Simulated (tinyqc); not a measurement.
Inside a calculation. Method: plane-wave Kohn-Sham cycle with exchange-only LDA in a layered model solid. Computed by tinyqc, a small Python program that keeps every step. Settings: points = 16, plane-wave index or count = 2, electrons = 4, k points = 3, area = 10.0, mixing = 0.3, iteration cap = 74, Kerker q0 = 0.55. Command: `OMP_NUM_THREADS=1 python tinyqc.py 25567 25568 out.jsonl` (the two numbers bound the seeds that draw the settings). One thread of a shared host (Intel(R) Xeon(R) Processor @ 2.60GHz), about 0.02 s of CPU time with the checks. Later iterations appear only in the table of the cycle.

## Iteration 1: potential

A solid whose potential varies along x alone (atomic units):
```
parameter                      value
period a                    9.800000
cross-section of the cell  10.000000
electrons per cell                 4
grid points                       16
plane waves -n..n, n               2
k points                           3
V1 in V1 cos(2 pi x/a)     -0.690000
V2 in V2 cos(4 pi x/a)     -0.010000
```

density at the start, on the grid x_j = j a/N (e/bohr^3): 0.04081633  0.04081633  0.04081633  0.04081633  0.04081633  0.04081633  0.04081633  0.04081633  0.04081633  0.04081633  0.04081633  0.04081633  0.04081633  0.04081633  0.04081633  0.04081633

V_H(G) = 4 pi rho(G)/G^2 for G != 0 (uniform background); v_x = -(3 rho/pi)^(1/3); V = V_ext + V_H + v_x; Fourier components f(G_m) = (1/N) sum_j f(x_j) exp(-i G_m x_j).

Potentials on the grid (hartree):
```
x             V_ext       V_H        v_x          V
0.000000  -0.700000  0.000000  -0.339054  -1.039054
0.612500  -0.644548  0.000000  -0.339054  -0.983602
1.225000  -0.487904  0.000000  -0.339054  -0.826957
1.837500  -0.256981  0.000000  -0.339054  -0.596034
2.450000   0.010000  0.000000  -0.339054  -0.329054
3.062500   0.271123  0.000000  -0.339054  -0.067931
3.675000   0.487904  0.000000  -0.339054   0.148850
4.287500   0.630406  0.000000  -0.339054   0.291352
4.900000   0.680000  0.000000  -0.339054   0.340946
5.512500   0.630406  0.000000  -0.339054   0.291352
6.125000   0.487904  0.000000  -0.339054   0.148850
6.737500   0.271123  0.000000  -0.339054  -0.067931
7.350000   0.010000  0.000000  -0.339054  -0.329054
7.962500  -0.256981  0.000000  -0.339054  -0.596034
8.575000  -0.487904  0.000000  -0.339054  -0.826957
9.187500  -0.644548  0.000000  -0.339054  -0.983602
```

V(G_m), m = 0, 1, 2, ... (hartree): -0.339054  -0.345000  -0.005000  0.000000  0.000000

## Iteration 1: Hamiltonian at one k

k = 0.000000 2 pi / a

H(m,m') = (k + G_m)^2/2 delta + V(G_m - G_m'), with V(-G) = V(G).

H (hartree):
```
           -2         -1         +0         +1         +2
-2   0.483071  -0.345000  -0.005000   0.000000   0.000000
-1  -0.345000  -0.133523  -0.345000  -0.005000   0.000000
+0  -0.005000  -0.345000  -0.339054  -0.345000  -0.005000
+1   0.000000  -0.005000  -0.345000  -0.133523  -0.345000
+2   0.000000   0.000000  -0.005000  -0.345000   0.483071
```

## Iteration 1: levels at that k

Diagonalise the Hermitian matrix.

eigenvalues (hartree): -0.778683  -0.283743  0.102315  0.638291  0.681863

## Iteration 1: new density

Motion across x is left out: the lowest 2 band(s) hold two electrons at each of the k points (j + 1/2)/nk - 1/2. Residual R = rho(out) - rho(in); rho(new) = rho(in) + 0.3 R, with R(G) scaled by G^2/(G^2 + 0.55^2) (Kerker). rho(out) = 2/(a A nk) sum |psi|^2 with psi = sum c exp(i G x). Harris energy E = band energy - dV sum rho (V_H/2 + v_x) + (3/4) dV sum rho v_x with rho(in), dV = a A/N, band energy = (2/nk) sum of the filled levels.

rho(out) (e/bohr^3): 0.07480807  0.07995002  0.08335280  0.06818714  0.03896949  0.01442256  0.00335528  0.00070559  0.00036741  0.00070559  0.00335528  0.01442256  0.03896949  0.06818714  0.08335280  0.07995002

density after iteration 1 (e/bohr^3): 0.04533501  0.04715325  0.04917160  0.04651987  0.04026355  0.03536035  0.03391673  0.03423183  0.03449185  0.03423183  0.03391673  0.03536035  0.04026355  0.04651987  0.04917160  0.04715325

energy per cell = -1.78152179 hartree

## Iteration 2: potential

As before.

Potentials on the grid (hartree):
```
x             V_ext        V_H        v_x          V
0.000000  -0.700000   0.235909  -0.351130  -0.815222
0.612500  -0.644548   0.224457  -0.355763  -0.775854
1.225000  -0.487904   0.183019  -0.360768  -0.665653
1.837500  -0.256981   0.104174  -0.354163  -0.506970
2.450000   0.010000  -0.000053  -0.337516  -0.327569
3.062500   0.271123  -0.102282  -0.323218  -0.154378
3.675000   0.487904  -0.180238  -0.318759  -0.011093
4.287500   0.630406  -0.226349  -0.319743   0.084314
4.900000   0.680000  -0.241366  -0.320550   0.118084
5.512500   0.630406  -0.226349  -0.319743   0.084314
6.125000   0.487904  -0.180238  -0.318759  -0.011093
6.737500   0.271123  -0.102282  -0.323218  -0.154378
7.350000   0.010000  -0.000053  -0.337516  -0.327569
7.962500  -0.256981   0.104174  -0.354163  -0.506970
8.575000  -0.487904   0.183019  -0.360768  -0.665653
9.187500  -0.644548   0.224457  -0.355763  -0.775854
```

V(G_m), m = 0, 1, 2, ... (hartree): -0.338221  -0.232390  -0.005294  -0.000904  0.000076

## Iteration 2: Hamiltonian at one k

k = 0.000000 2 pi / a

As before.

H (hartree):
```
           -2         -1         +0         +1         +2
-2   0.483903  -0.232390  -0.005294  -0.000904   0.000076
-1  -0.232390  -0.132690  -0.232390  -0.005294  -0.000904
+0  -0.005294  -0.232390  -0.338221  -0.232390  -0.005294
+1  -0.000904  -0.005294  -0.232390  -0.132690  -0.232390
+2   0.000076  -0.000904  -0.005294  -0.232390   0.483903
```

## Iteration 2: levels at that k

As before.

eigenvalues (hartree): -0.601875  -0.205170  0.035971  0.561601  0.573678

## Iteration 2: new density

As before.

rho(out) (e/bohr^3): 0.06909462  0.07312704  0.07652707  0.06617378  0.04329478  0.02095061  0.00791516  0.00301389  0.00196198  0.00301389  0.00791516  0.02095061  0.04329478  0.06617378  0.07652707  0.07312704

density after iteration 2 (e/bohr^3): 0.04856447  0.05123918  0.05433048  0.05059040  0.04100898  0.03261860  0.02914615  0.02881712  0.02899489  0.02881712  0.02914615  0.03261860  0.04100898  0.05059040  0.05433048  0.05123918

energy per cell = -1.33613486 hartree

## Convergence

Stop when sqrt(dV sum R^2) is below 1e-8, dV = a A/N.

Course of the cycle:
```
iteration  E (hartree)  norm of the residual
1          -1.78152179              3.36e-01
2          -1.33613486              2.34e-01
3          -1.13133796              1.36e-01
4          -1.06893550              6.39e-02
5          -1.05708425              2.92e-02
6          -1.05535040              1.63e-02
7          -1.05509669              1.08e-02
8          -1.05504786              7.69e-03
9          -1.05503330              5.53e-03
10         -1.05502741              3.98e-03
11         -1.05502470              2.87e-03
...                ...                   ...
40         -1.05502213              2.17e-07
41         -1.05502213              1.56e-07
42         -1.05502213              1.13e-07
43         -1.05502213              8.13e-08
44         -1.05502213              5.87e-08
45         -1.05502213              4.23e-08
46         -1.05502213              3.05e-08
47         -1.05502213              2.20e-08
48         -1.05502213              1.59e-08
49         -1.05502213              1.14e-08
50         -1.05502213              8.25e-09
```

Converged in 50 iterations. Before convergence this energy mixes input and output and is not variational, so it may rise towards its limit.
